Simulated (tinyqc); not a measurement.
Random telegraph noise from one oxide trap in a small MOSFET: one step of the calculation.

An acceptor-like trap exchanges electrons with the channel. Inversion charge Q = Cox u, u = n Vt W0(exp((Vg - VT)/(n Vt))), W0 the Lambert function, n = nf, Cox = eps0 eox/tox; linear regime Id = (W/L) mu Q Vd. Relative to threshold the surface potential rises by Vt ln(u/u0) and the oxide voltage by the rest of Vg - VT, with u0 = n Vt W0(1).

Problem. Trap level, time constants and occupancy. N = Cox u/q; dpsi = Vt ln(u/u0); E = E0 - dpsi - (xt/tox)(Vg - VT - dpsi); capture time tc = 1/[(N/zi) vth s0 exp(-xt/lt - EB/Vt)]; emission time te = tc exp(-E/Vt); occupancy te/(tc + te).

Parameters, values chosen for the exercise; values of the order met in silicon transistors: temperature T = 200 K; relative permittivity of the gate insulator (close to silicon dioxide) eox = 3.9; insulator thickness tox = 1.7 nm; depth of the trap from the channel interface xt = 0.46 nm; trap level above the channel Fermi level at threshold E0 = -0.05 eV; capture prefactor s0 = 3e-15 cm^2; capture barrier (lattice relaxation) EB = 0.37 eV; tunnelling decay length lt = 0.12 nm; thermal velocity vth = 2.3e7 cm/s; thickness of the inversion layer zi = 3 nm; threshold voltage VT = 0.45 V; body factor nf = 1.1; gate voltage Vg = 0.46 V.

Constants: q = 1.602176634e-19 C, kB = 1.380649e-23 J/K, Vt = kB T/q, eps0 = 8.8541878128e-14 F/cm where lengths are in cm. Results are converted to the units shown.

Find: u; N; dpsi; E; tc; te; occupancy.

Solution.

u = 0.014754 V
N = 1.8705e11 cm^-2
dpsi = 0.0054530 V
E = -0.056683 eV
tc = 2.2631 s
te = 60.682 s
occupancy = 0.96405

The trap lies 3.3 Vt below the Fermi level, so it is filled 96.4 % of the time.

Range of the model: VT is taken as given; short-channel effects and the uneven flow of current among few electrons are left out.

Computed by the program tinyqc: `OMP_NUM_THREADS=1 python tinyqc.py 2710116 2710117 out.jsonl`, one thread of a shared Intel Xeon 2.30GHz, about 0.01 s for the whole run.
